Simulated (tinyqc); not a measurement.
Substrate current against gate voltage: lateral field, substrate current, probability of reaching the oxide barrier and hot-carrier lifetime of a silicon transistor (pseudo-two-dimensional and lucky-electron models). Computed by tinyqc, a small Python program. Command: `OMP_NUM_THREADS=1 python tinyqc.py 3003815 3003816 out.jsonl hotcar walk`. One thread of a shared host (Intel(R) Xeon(R) Processor @ 2.30GHz), about 0.01 s of CPU time with the checks.

Local-field models: a lucky carrier gains its energy at the peak field over a path free of collisions. Voltages are magnitudes.

Inputs (values chosen for the exercise, modelled on a silicon n-channel):

| quantity | value | unit |
|---|---|---|
| channel length L | 780 | nm |
| oxide thickness t | 21 | nm |
| junction depth x_j | 140 | nm |
| mobility mu | 380 | cm^2/(V s) |
| saturation velocity v_s | 0.84 | 1e7 cm/s |
| threshold voltage V_T | 0.65 | V |
| drain voltage V_D | 4.5 | V |
| ionisation prefactor A_i | 2.1e+06 | 1/cm |
| ionisation field B_i | 1.73 | MV/cm |
| hot-carrier mean free path lambda | 7.9 | nm |
| oxide barrier phi_b | 3.1 | eV |
| interface-trap threshold phi_it | 3.8 | eV |
| lifetime constant H | 20 | s microampere/micrometre |

Drain: abrupt.

Constants: eps_0 = 8.8541878128e-12 F/m.

Method:
- C_ox = 3.9 eps_0/t; F_sat = 2 v_s/mu; V_Dsat = V_ov F_sat L/(V_ov + F_sat L), V_ov = V_G - V_T; I_D/W = C_ox v_s (V_ov - V_Dsat).
- Scale length l = 0.22 t^(1/3) x_j^(1/2) (all in cm); F_m = sqrt(((V_D - V_Dsat)/l_e)^2 + F_sat^2), with l_e = l; length of the velocity-saturated region l_e ln((V_D - V_Dsat)/(l_e F_sat) + F_m/F_sat).
- Substrate current I_sub/I_D = (A_i/B_i)(V_D - V_Dsat) exp(-B_i/F_m); probability of reaching the oxide barrier exp(-phi_b/(e lambda F_m)); lifetime tau = (H/(I_D/W)) exp(phi_it/(e lambda F_m)).

At the given drain voltage:

| V_G (V) | V_Dsat (V) | I_D/W (microampere/micrometre) | F_m (kV/cm) | I_sub/W (microampere/micrometre) | tau (s) |
|---|---|---|---|---|---|
| 0.86 | 0.1979 | 1.67 | 410.50 | 0.1285 | 1.4741e+06 |
| 1.10 | 0.3981 | 7.17 | 391.64 | 0.4311 | 6.0158e+05 |
| 1.40 | 0.6160 | 18.51 | 371.10 | 0.8244 | 4.6026e+05 |
| 1.90 | 0.9174 | 45.93 | 342.72 | 1.2831 | 5.4227e+05 |
| 2.40 | 1.1609 | 81.37 | 319.84 | 1.4763 | 8.3569e+05 |
| 3.00 | 1.3976 | 131.55 | 297.61 | 1.4807 | 1.5891e+06 |
| 3.70 | 1.6185 | 197.73 | 276.91 | 1.3383 | 3.5406e+06 |
| 4.30 | 1.7732 | 259.24 | 262.43 | 1.1765 | 7.0396e+06 |
| 5.00 | 1.9235 | 335.15 | 248.38 | 0.9898 | 1.5356e+07 |

What follows from these numbers?

I_sub peaks at V_G = 3 V, 0.67 V_D: a higher gate voltage brings more carriers but raises V_Dsat and so lowers F_m. The shortest lifetime among the rows lies at V_G = 1.4 V, below that of the largest I_sub, since tau depends more steeply on the field.

Extremes, crossings and ranges named in words are read from the listed rows.
